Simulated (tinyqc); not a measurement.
## Single-electron transistor, orthodox theory and master equation: linear conductance against temperature

A metal island with n extra electrons joins the left lead (voltage V) and the right lead (0 V) by tunnel junctions and couples to a gate. Cs = CL + CR + Cg. Adding electron n + 1 costs mu(n) = [q (n + 1/2) - CL V - Cg Vg]/Cs (in volts); the Fermi levels are -V (left) and 0 (right). A jump that gains the energy W has the rate G(W) = (W/q)/(R [1 - exp(-W/Vt)]), W in volts, Vt = kB T/q. Sequential tunnelling only; I > 0 flows from left to right.

Onto the island: from the left W = -V - mu(n), from the right W = -mu(n); off the island (n + 1 to n): to the left W = mu(n) + V, to the right W = mu(n). Steady state: p(n + 1)/p(n) = (sum of on rates)/(sum of off rates), normalised. I = q sum_n [p(n + 1) (off to left) - p(n) (on from left)]. Enough charge states are kept that the digits shown do not change. The conductance is dI/dV at V = 0 times RL + RR, at Vg = q/(2 Cg) (peak) and Vg = 0 (valley).

Values chosen for this exercise:
```
symbol,value,unit,meaning
CL,90,aF,capacitance of the left junction
CR,200,aF,capacitance of the right junction
Cg,62,aF,gate capacitance
RL,110,kohm,resistance of the left junction
RR,5500,kohm,resistance of the right junction
```

Constants: q = 1.602176634e-19 C, kB = 1.380649e-23 J/K, Vt = kB T/q. Results are converted to the units shown.

Results:
```
T (K)  kB T/(q^2/Cs)    peak     valley
0.1          0.01893  0.5000  1.791e-10
0.15         0.02840  0.5000   7.949e-7
0.22         0.04165  0.5000   1.469e-4
0.31         0.05869  0.5000   0.003400
0.45         0.08520  0.5001    0.03308
0.93          0.1761  0.5177     0.3158
1.3           0.2461  0.5615     0.4884
1.9           0.3597  0.6450     0.6340
2.8           0.5301  0.7364     0.7359
```

Estimate the missing row, T = 0.65 K.

Computed row:
```
T (K)  kB T/(q^2/Cs)    peak  valley
0.65          0.1231  0.5023  0.1375
```

With this row back in the table: At low temperature the peak is 0.500, the limit 1/2 of a metal island with only two charge states in play; it rises from 0.500 to 0.736, and the valley rises from 1.79e-10 to 0.736. Among the rows the valley is within 10 % of the peak from kB T = 0.36 q^2/Cs on: the oscillation is washed out.

Range of the model: Cotunnelling, which dominates deep in the blockade, is left out.

Program tinyqc, `OMP_NUM_THREADS=1 python tinyqc.py 2780113 2780114 out.jsonl`; Intel Xeon 2.30GHz, shared host, one thread, about 0.01 s.
